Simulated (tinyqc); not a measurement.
## Van der Pauw, Hall and four-point-probe measurements on a doped layer: correction factor against the shape of the sample

A uniform n-type layer with sheet resistance Rs = 1/(q ns mu), point contacts, low field (mu B small).

Rs = 1/(q ns mu). For a rectangle with contacts at the corners, RA = (8 Rs/pi) sum_(k>=0) ln coth((2k + 1) pi a/(2 b)) with current along a short side b and voltage along the opposite one, RB the same with a and b exchanged. ar = a/b. F = Rs/[(pi/ln 2)(RA + RB)/2]; small-asymmetry estimate 1 - (ln 2/2) d^2 - ((ln 2)^2/4 - (ln 2)^3/12) d^4 with d = (RB - RA)/(RB + RA).

Parameters, values chosen for the exercise:
```
symbol,value,unit,meaning
ns,9.4e14,cm^-2,sheet density of the layer
mu,69,cm^2/(V s),drift mobility
```

Constants: q = 1.602176634e-19 C. Results are converted to the units shown.

Correction factor against the shape of the sample:

| ar | RA (ohm) | RB (ohm) | RB/RA | F | estimate of F |
|---|---|---|---|---|---|
| 1 | 21.23 | 21.23 | 1.000 | 1.000 | 1.000 |
| 1.23 | 10.29 | 38.42 | 3.734 | 0.8718 | 0.8741 |
| 1.46 | 4.993 | 58.03 | 11.62 | 0.6738 | 0.7082 |
| 1.69 | 2.424 | 78.90 | 32.55 | 0.5221 | 0.6213 |
| 1.91 | 1.214 | 99.48 | 81.92 | 0.4217 | 0.5862 |
| 2.14 | 0.5895 | 121.3 | 205.8 | 0.3484 | 0.5713 |
| 2.37 | 0.2862 | 143.3 | 500.6 | 0.2958 | 0.5653 |
| 2.6 | 0.1390 | 165.3 | 1190 | 0.2566 | 0.5628 |

RB/RA rises from 1.00 to 1190 and F falls from 1.00 to 0.257. The estimate is 5.1 % above F at a/b = 1.46 and 2.19 times it in the last row. RA shrinks about as exp(-pi a/b): by a factor of 2.06 between the last two rows, against 2.06.

Program tinyqc, `OMP_NUM_THREADS=1 python tinyqc.py 2850105 2850106 out.jsonl`; Intel Xeon 2.30GHz, shared host, one thread, about 0.04 s.
